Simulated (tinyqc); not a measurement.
Comparisons within one model: electrons shared among three sets of ellipsoidal valleys. A value that a table varies takes the place of the one given here.

F_j(eta) = (1/Gamma(j + 1)) integral_0^infinity x^j dx/(1 + exp(x - eta)), which tends to exp(eta) for eta << 0.

Sets Delta2, Delta4, L: N_i = M_i times N = 2 (m kB T/(4 pi c))^(3/2) with c = hbar^2/2m0, in 1/angstrom^3; times 1e24 for 1/cm^3, m = (ml mt^2)^(1/3); n = sum_i N_i F_1/2((EF - dE_i)/kT), energies from the edge of the first set; mu_drift = sum of share times mobility.

Constants: hbar^2/2m0 = 3.80998211 eV angstrom^2; kB = 8.617333262e-05 eV/K.

Inputs chosen for the exercise (masses and offsets near those of Si; mobilities are free inputs, held fixed; shifted at random, so the results belong to these values and not to a real crystal):

| symbol | value | unit | meaning |
|---|---|---|---|
| dE | (0, 0.039, 0.803) | eV | edges of Delta2, Delta4, L above the first, the first two split by strain |
| M | (2, 4, 4) |  | valleys in each set |
| ml | (0.919, 0.919, 1.676) | m0 | longitudinal masses of Delta2, Delta4, L |
| mt | (0.1966, 0.1966, 0.1239) | m0 | transverse masses |
| mu | (1400, 920, 570) | cm^2/(V s) | mobility of each set, for current in the plane normal to the Delta2 axis |
| n | 7.4e+16 | 1/cm^3 | total electron density |
| T | 500 | K |  |

## Transfer between valleys with temperature

Offsets, masses and mobilities are held fixed; n is fixed too, so the high values of T stand for hot electrons, not for the lattice.

Populations:

| T (K) | EF (eV) | share Delta2 | share Delta4 | share L | mu_drift |
|---|---|---|---|---|---|
| 77 | -0.0185 | 0.9943 | 0.0057 | 0.0000 | 1397 |
| 150 | -0.0504 | 0.9103 | 0.0897 | 0.0000 | 1357 |
| 300 | -0.1348 | 0.6930 | 0.3070 | 0.0000 | 1253 |
| 450 | -0.2329 | 0.5774 | 0.4226 | 0.0000 | 1197 |
| 600 | -0.3388 | 0.5152 | 0.4848 | 0.0000 | 1167 |
| 900 | -0.5655 | 0.4525 | 0.5474 | 0.0000 | 1137 |
| 1200 | -0.8059 | 0.4215 | 0.5782 | 0.0003 | 1122 |
| 2000 | -1.4918 | 0.3830 | 0.6108 | 0.0062 | 1102 |

What can be read from the table?

The share of Delta2 goes from 0.994 to 0.383 and the mean mobility from 1397 to 1102 cm^2/(V s). Delta2 and Delta4 hold equal numbers between T = 600 and 900 K. The share of L is at most 0.0062.

## Transfer between valleys with doping

Parabolic valleys; band tails and gap narrowing are left out.

Populations:

| n (1/cm^3) | EF (eV) | share Delta2 | share Delta4 | share L | mu_drift |
|---|---|---|---|---|---|
| 1.0e+16 | -0.3538 | 0.5528 | 0.4472 | 0.0000 | 1185 |
| 1.0e+17 | -0.2545 | 0.5527 | 0.4473 | 0.0000 | 1185 |
| 1.0e+18 | -0.1551 | 0.5514 | 0.4486 | 0.0000 | 1185 |
| 3.0e+18 | -0.1071 | 0.5486 | 0.4514 | 0.0000 | 1183 |
| 1.0e+19 | -0.0532 | 0.5396 | 0.4604 | 0.0000 | 1179 |
| 3.0e+19 | -0.0002 | 0.5175 | 0.4825 | 0.0000 | 1168 |
| 1.0e+20 | 0.0700 | 0.4689 | 0.5311 | 0.0000 | 1145 |

What does this show?

The share of Delta2 goes from 0.553 to 0.469 and the mean mobility from 1185 to 1145 cm^2/(V s). Delta2 and Delta4 hold equal numbers between n = 3e+19 and 1e+20 1/cm^3. The share of L is at most 1.4e-08.

## Moving the second set by strain or alloying

The second entry of dE is replaced by the values listed; a negative value puts that set lowest.

Populations:

| offset (eV) | EF (eV) | share Delta2 | share Delta4 | share L | mu_drift |
|---|---|---|---|---|---|
| -0.100 | -0.3739 | 0.0468 | 0.9532 | 0.0000 | 942 |
| -0.050 | -0.3281 | 0.1355 | 0.8645 | 0.0000 | 985 |
| 0.000 | -0.2893 | 0.3333 | 0.6667 | 0.0000 | 1080 |
| 0.025 | -0.2744 | 0.4717 | 0.5283 | 0.0000 | 1146 |
| 0.050 | -0.2630 | 0.6146 | 0.3854 | 0.0000 | 1215 |
| 0.100 | -0.2497 | 0.8357 | 0.1643 | 0.0000 | 1321 |
| 0.150 | -0.2445 | 0.9420 | 0.0580 | 0.0000 | 1372 |
| 0.200 | -0.2428 | 0.9811 | 0.0189 | 0.0000 | 1391 |
| 0.300 | -0.2420 | 0.9981 | 0.0019 | 0.0000 | 1399 |

What can be read from the table?

The share of Delta2 goes from 0.047 to 0.998 and the mean mobility from 942 to 1399 cm^2/(V s). Delta2 and Delta4 hold equal numbers between offset = 0.025 and 0.05 eV. The share of L is at most 1.4e-08. With Boltzmann statistics the first two sets are equal at kT ln(N_2/N_1) = 0.0299 eV.

## What moves the populations

All else solved anew. Each row changes one parameter from the base and keeps the others.

Results:

| case | EF (eV) | share Delta2 | share Delta4 | share L | mu_drift (cm^2/(V s)) |
|---|---|---|---|---|---|
| base | -0.2675 | 0.5527 | 0.4473 | 0.0000 | 1185 |
| T = 550 K | -0.3028 | 0.5323 | 0.4677 | 0.0000 | 1176 |
| n = 2.22e+17 1/cm^3 | -0.2201 | 0.5525 | 0.4475 | 0.0000 | 1185 |
| dE = (0, 0.0312, 0.803) eV | -0.2712 | 0.5077 | 0.4923 | 0.0000 | 1164 |
| mt = (0.1966, 0.2359, 0.1239) m0 | -0.2712 | 0.5073 | 0.4927 | 0.0000 | 1164 |
| ml = (0.919, 1.1028, 1.676) m0 | -0.2693 | 0.5301 | 0.4699 | 0.0000 | 1174 |
| mu = (1680, 920, 570) cm^2/(V s) | -0.2675 | 0.5527 | 0.4473 | 0.0000 | 1340 |

How do the results move?

The largest shifts from the base row, up to three for each result and ties (the steps differ in size, so this ranks the rows, not the parameters). EF (eV): n +0.0474, T -0.0353, mt -0.0037, dE -0.0037; unchanged at the printed digits by mu. share Delta2: mt -0.0454, dE -0.0450, ml -0.0226; unchanged at the printed digits by mu. share Delta4: mt +0.0454, dE +0.0450, ml +0.0226; unchanged at the printed digits by mu. share L: unchanged at the printed digits by T, n, dE, mt, ml and mu. mu_drift (cm^2/(V s)): mu +155, mt -22, dE -22; unchanged at the printed digits by n.

tinyqc: `OMP_NUM_THREADS=1 python tinyqc.py 1650017 1650018 out.jsonl`; about 0.01 s, one thread, shared Intel(R) Xeon(R) Processor @ 2.30GHz.
